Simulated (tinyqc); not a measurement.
# p-type polysilicon, carrier trapping at grain boundaries: effect of the doping

One-dimensional grains of size Lg, uniform ionised doping N, monovalent traps Qt at each boundary at a depth Et below (for electrons) or above (for holes) the band edge there, abrupt depletion of width W on each side of a boundary, Boltzmann statistics. xi is the distance from the band edge at the grain centre to the Fermi level. Trapped charge Qt/(1 + exp((xi + VB - Et)/Vt)) = 2 N W, barrier VB = q N W^2/(2 eps0 eps_r).

If the trap equation with xi = Vt ln(NB/N) has a root W < Lg/2, the grain is partly depleted; otherwise W = Lg/2 and the trap equation gives xi = Et - VB + Vt ln(Qt/(N Lg) - 1). N* = Qt/Lg. n0 = NB exp(-xi/Vt); mean density n0 (1 - 2 W/Lg) by charge balance in a partly depleted grain, and n0 (sqrt(pi)/2) erf(u)/u with u = sqrt(VB/Vt) in a fully depleted one; v = sqrt(kB T/(2 pi ms m0)); barrier resistivity Vt exp(VB/Vt)/(q fe n0 v Lg); grain resistivity (1 - 2 W/Lg)/(q n0 mug); effective mobility 1/(q mean density total resistivity). Rows with xi above 0.45 V, towards mid-gap, are left out, since the other carrier type is ignored.

Values chosen for this exercise; values of the order met in polycrystalline silicon: temperature T = 300 K; relative permittivity eps_r = 11.7; valence-band density of states at T NB = 2.65e19 cm^-3; grain size Lg = 31 nm; trap density of a grain boundary Qt = 3.5e12 cm^-2; depth of the trap level from the majority band edge at the boundary Et = 0.35 eV; mass for thermionic emission ms = 0.29 m0; correction factor of the emission rate fe = 0.5; mobility inside the grains mug = 220 cm^2/(V s).

Constants: q = 1.602176634e-19 C, kB = 1.380649e-23 J/K, m0 = 9.1093837015e-31 kg, Vt = kB T/q, eps0 = 8.8541878128e-14 F/cm where lengths are in cm. Results are converted to the units shown.

Effect of the doping:

| N (cm^-3) | N/N* | depleted share 2 W/Lg | VB (V) | xi (V) | mean density (cm^-3) | resistivity (ohm cm) | effective mobility (cm^2/(V s)) |
|---|---|---|---|---|---|---|---|
| 5.6e16 | 0.04960 | 1.000 | 0.01040 | 0.4159 | 2.402e12 | 1.142e4 | 227.4 |
| 9.8e16 | 0.08680 | 1.000 | 0.01821 | 0.3926 | 5.426e12 | 6272 | 183.4 |
| 1.7e17 | 0.1506 | 1.000 | 0.03158 | 0.3631 | 1.487e13 | 3363 | 124.8 |
| 2.9e17 | 0.2569 | 1.000 | 0.05388 | 0.3236 | 5.715e13 | 1725 | 63.31 |
| 5.1e17 | 0.4517 | 1.000 | 0.09475 | 0.2603 | 5.172e14 | 723.6 | 16.68 |
| 8.8e17 | 0.7794 | 1.000 | 0.1635 | 0.1539 | 2.427e16 | 168.7 | 1.524 |
| 1.5e18 | 1.329 | 0.7457 | 0.1550 | 0.07424 | 3.814e17 | 5.579 | 2.933 |
| 2.6e18 | 2.303 | 0.4340 | 0.09100 | 0.06002 | 1.471e18 | 0.2770 | 15.31 |
| 4.6e18 | 4.074 | 0.2454 | 0.05148 | 0.04527 | 3.471e18 | 0.03784 | 47.53 |
| 8e18 | 7.086 | 0.1411 | 0.02960 | 0.03096 | 6.871e18 | 0.01123 | 80.87 |

As N goes from 5.6e16 to 8e18, VB goes from 0.0104 through a maximum of 0.163 (at N = 8.8e17 among the rows listed) to 0.0296 V, the resistivity falls from 11400 to 0.0112 ohm cm and the effective mobility goes from 227 through a minimum of 1.52 (at N = 8.8e17 among the rows listed) to 80.9 cm^2/(V s). The steepest fall of the resistivity among the rows, as N^(-6.4), lies between N = 8.8e17 and 1.5e18 cm^-3; N* = 1.13e18 cm^-3. While the grain is fully depleted VB grows as N; once the traps are full it falls as 1/N. For N = 2.6e18, 4.6e18, 8e18 xi is under 2.5 Vt, where Boltzmann statistics begin to fail. For N = 5.6e16, 9.8e16 VB is below Vt, where abrupt depletion and thermionic emission are rough. For N = 1.5e18 the grain is near the changeover between partial and full depletion, within a few Debye lengths, where both limits are rough. For N = 5.6e16 the effective mobility exceeds mug, since drift through the depleted part of the grain is left out.

tinyqc, about 0.01 s, one thread, Intel Xeon 2.30GHz (shared host): `OMP_NUM_THREADS=1 python tinyqc.py 2830064 2830065 out.jsonl`
